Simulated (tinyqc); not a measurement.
Inside a calculation: electrons shared among three sets of ellipsoidal valleys. Values are carried at full precision from step to step, so a last printed digit may differ when a step is redone from the rounded ones.

Constants: hbar^2/2m0 = 3.80998211 eV angstrom^2; kB = 8.617333262e-05 eV/K.

Values chosen for the exercise (masses and offsets near those of Si; mobilities are free inputs, held fixed; not measured data): ml = (0.938, 0.938, 1.717) m0 (longitudinal masses of Delta2, Delta4, L); mt = (0.1958, 0.1958, 0.1215) m0 (transverse masses); M = (2, 4, 4) (valleys in each set); T = 300 K; dE = (0, 0.101, 0.813) eV (edges of Delta2, Delta4, L above the first, the first two split by strain); n = 3.5e+18 1/cm^3 (total electron density); mu = (1900, 1100, 510) cm^2/(V s) (mobility of each set, for current in the plane normal to the Delta2 axis).

## Masses of each set

One valley: m_d = (ml mt^2)^(1/3). Whole set: m_de = M^(2/3) m_d. Mean over three axes: 1/m_c = (1/ml + 2/mt)/3. Anisotropy K = ml/mt.

m_d, m_de, m_c (m0) and K of each set:
```
set        m_d    m_de     m_c      K
Delta2  0.3301  0.5240  0.2659   4.79
Delta4  0.3301  0.8317  0.2659   4.79
L       0.2937  0.7402  0.1760  14.13
```

m_de/m_c is 1.97 for Delta2, 3.13 for Delta4, 4.21 for L: many anisotropic valleys give many states at a light conductivity mass. m_c is the mean over three axes; a set that holds only some of the equivalent valleys conducts with a mass that depends on direction.

## Effective densities of states

N_i = M_i times N = 2 (m kB T/(4 pi c))^(3/2) with c = hbar^2/2m0, in 1/angstrom^3; times 1e24 for 1/cm^3, with m = (ml mt^2)^(1/3).

kT = 0.025852 eV

N_i (1/cm^3): Delta2 9.5174e+18, Delta4 1.9035e+19, L 1.5981e+19

## Fermi level and populations

F_j(eta) = (1/Gamma(j + 1)) integral_0^infinity x^j dx/(1 + exp(x - eta)), which tends to exp(eta) for eta << 0.

Solve n = sum_i N_i F_1/2((EF - dE_i)/kT), energies from the edge of the first set.

EF = -0.0238 eV

eta_i: Delta2 -0.92, Delta4 -4.83, L -32.37

n_i (1/cm^3): Delta2 3.35e+18, Delta4 1.52e+17, L 1.40e+05

shares: Delta2 0.9566, Delta4 0.0434, L 0.0000

Delta2 holds most electrons (95.7 %). Boltzmann weights N_i exp(-dE_i/kT) would give Delta4 a share of 0.0387.

## Drift and Hall mobility of the mixture

With f_i the shares, mu_drift = sum f_i mu_i; low-field Hall mobility mu_H = sum f_i mu_i^2/mu_drift (scattering and anisotropy factors set to 1); the Hall density is n mu_drift/mu_H; rho = 1/(e n mu_drift), e = 1.602176634e-19 C.

mu_drift = 1865 cm^2/(V s)
mu_H = 1880 cm^2/(V s)
Hall density = 3.47e+18 1/cm^3
rho = 0.000956 ohm cm

A Hall measurement would read 99.2 % of the true density. The mobilities are of the size met in pure crystals; at this density impurities would cut them and raise rho, by a factor of two to ten or more depending on crystal and density.

## Checks

- Share of Delta4 at n = 1e10 1/cm^3 against the Boltzmann weight: both 0.03865.

Program tinyqc; command `OMP_NUM_THREADS=1 python tinyqc.py 1651291 1651292 out.jsonl`; about 0.02 s on one thread of a shared Intel(R) Xeon(R) Processor @ 2.30GHz.
